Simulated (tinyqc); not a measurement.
# Strain-driven roughening and islands of a mismatched epitaxial film, step by step

A worked calculation. Computed by tinyqc, a small Python program that keeps every step. Command: `OMP_NUM_THREADS=1 python tinyqc.py 3002938 3002939 out.jsonl island walk`. One thread of a shared host (Intel(R) Xeon(R) Processor @ 2.30GHz), about 0.01 s of CPU time with the checks. Intermediate numbers are printed to about 6 digits and carried at full precision; extremes and crossings named in words are read from the listed rows.

Film and substrate share isotropic elastic constants; the film is coherent and biaxially strained.

Inputs (values chosen for the exercise, modelled on Ge on Si):

| quantity | value | unit |
|---|---|---|
| misfit \|f\| | 0.0434 | - |
| shear modulus G | 53.5 | GPa |
| Poisson ratio nu | 0.25 | - |
| surface energy gamma | 1.02 | J/m^2 |
| contact angle of the shallow shape theta_1 | 11.8 | degrees |
| contact angle of the steep shape theta_2 | 24.3 | degrees |
| facet energy of shape 1 over gamma | 1.009 | - |
| facet energy of shape 2 over gamma | 1.036 | - |
| wetting energy gamma_s - gamma | 0.32 | J/m^2 |
| decay length of wetting delta | 0.42 | nm |
| surface mobility D_s nu_s Omega^2/(k_B T) | 1.8e-32 | m^6/(J s) |
| initial ripple amplitude A0 | 0.1 | nm |
| ripple wavelength over the critical one | 3.7 | - |
| island volume V | 190000 | nm^3 |

Transport: surface diffusion.

Constants: e = 1.602176634e-19 C.

## Elastic energy of the flat film

M = 2 G (1 + nu)/(1 - nu); stress = M f; energy density w = M f^2.

biaxial modulus M = 178.333 GPa

stress = 7.73967 GPa

energy density w = 335.902 MJ/m^3

## Asaro-Tiller-Grinfeld instability

A ripple A cos(k x) has the surface chemical potential per volume [gamma k^2 - 2 (1 + nu) w k] A cos(k x), so k_c = 2 (1 + nu) w/gamma. With surface diffusion the amplitude grows at the rate q = B k^2 [2 (1 + nu) w k - gamma k^2], fastest at k_m = (3/4) k_c. B is the surface mobility.

k_c = 0.823288 1/nm

critical wavelength = 7.63182 nm

fastest wavelength = 10.1758 nm

growth time 1/q at k_m = 0.00112408 s

A ripple of A0 needs about 0.0018 s to reach a twentieth of its wavelength. Caution: a wavelength of a few nanometres is at the limit of continuum theory, where steps and facets rule.

## A ripple of given wavelength

A ripple A cos(k x) has the surface chemical potential per volume [gamma k^2 - 2 (1 + nu) w k] A cos(k x), so k_c = 2 (1 + nu) w/gamma. With surface diffusion the amplitude grows at the rate q = B k^2 [2 (1 + nu) w k - gamma k^2], fastest at k_m = (3/4) k_c. B is the surface mobility. Stress at the trough = stress x (1 + 2 k A).

k = 0.222510 1/nm

rate q = 121.517 1/s

q over the largest rate = 0.136594

stress concentration at A0 = 1.04450

The ripple grows.

## Wetting layer

The surface energy depends on thickness as gamma + (gamma_s - gamma) exp(-h/delta). Its curvature adds W2 = (gamma_s - gamma) exp(-h/delta)/delta^2 to the restoring terms; the flat film is stable while W2 > (1 + nu)^2 w^2/gamma, which gives h_c = delta ln[(gamma_s - gamma) gamma/(delta^2 (1 + nu)^2 w^2)], or 0 if negative.

wetting-layer thickness h_c = 0.987402 nm

Layer-by-layer growth up to h_c, then roughening: the Stranski-Krastanov mode.

## Island nucleation

Shallow faceted island (Tersoff form): E = 4 Gam V^(2/3) tan^(1/3)(theta) - 6 c V tan(theta), Gam = gamma [x/sin(theta) - 1/tan(theta)], x the facet energy over gamma, c = stress^2 (1 - nu)/(2 pi G). The barrier is the maximum of E, at V_c = [4 Gam/(9 c)]^3 / tan^2(theta) (1 GPa nm = 1 J/m^2).

c = 0.133651 GPa

Gam of shape 1 = 0.150298 J/m^2

critical volume, shape 1 = 2.86068 nm^3

barrier, shape 1 = 1.49560 eV

Gam of shape 2 = 0.308832 J/m^2

critical volume, shape 2 = 5.31316 nm^3

barrier, shape 2 = 6.00358 eV

The shallow shape has the lower barrier. Each barrier is a third of the surface term at V_c and scales as Gam^3/c^2, that is as f^(-4). Caution: a critical island of a few cubic nanometres holds a few hundred atoms at most, and edge energies, left out here, matter.

## Which shape at the volume V

The two energies cross at V_x^(1/3) = 4 [Gam_2 t2^(1/3) - Gam_1 t1^(1/3)]/(6 c (t2 - t1)), t = tan(theta); mu = dE/dV.

E of shape 1 = -191309 eV

E of shape 2 = -409830 eV

crossing volume V_x = 28.0313 nm^3

jump of mu at V_x, shape 2 less shape 1 = -64.8492 MJ/m^3

At V the steep shape is lower. At V_x the chemical potential drops, so islands that have turned steep grow at the cost of the shallow ones.

## Scaling with the misfit

A ripple A cos(k x) has the surface chemical potential per volume [gamma k^2 - 2 (1 + nu) w k] A cos(k x), so k_c = 2 (1 + nu) w/gamma. With surface diffusion the amplitude grows at the rate q = B k^2 [2 (1 + nu) w k - gamma k^2], fastest at k_m = (3/4) k_c. V_c = [4 Gam/(9 c)]^3/tan^2(theta), barrier = (4/3) Gam V_c^(2/3) tan^(1/3)(theta); the growth time is 1/q at k_m.

Misfit scaled at fixed constants:

| \|f\| (%) | fastest wavelength (nm) | growth time (s) | V_c of shape 1 (nm^3) | barrier of shape 1 (eV) |
|---|---|---|---|---|
| 1.085 | 162.812 | 7.36675e+01 | 1.17174e+04 | 3.82872e+02 |
| 1.519 | 83.067 | 4.99174e+00 | 1.55619e+03 | 9.96648e+01 |
| 2.170 | 40.703 | 2.87764e-01 | 1.83084e+02 | 2.39295e+01 |
| 3.038 | 20.767 | 1.94990e-02 | 2.43154e+01 | 6.22905e+00 |
| 4.340 | 10.176 | 1.12408e-03 | 2.86068e+00 | 1.49560e+00 |
| 6.076 | 5.192 | 7.61679e-05 | 3.79928e-01 | 3.89316e-01 |

Halving the misfit stretches the wavelength 4 times, the barrier 16 times, the volume 64 times and the time 256 times: f^(-2), f^(-4), f^(-6), f^(-8). Over these rows the time spans 6.0 decades: strongly mismatched films tend to roughen first, while dilute alloys have time to stay flat. Rows with wavelengths under 10 nm or volumes under 5 nm^3 are beyond the continuum picture.

Checks made by the program: k_m against a numerical maximum of the rate (relative difference 4e-10).
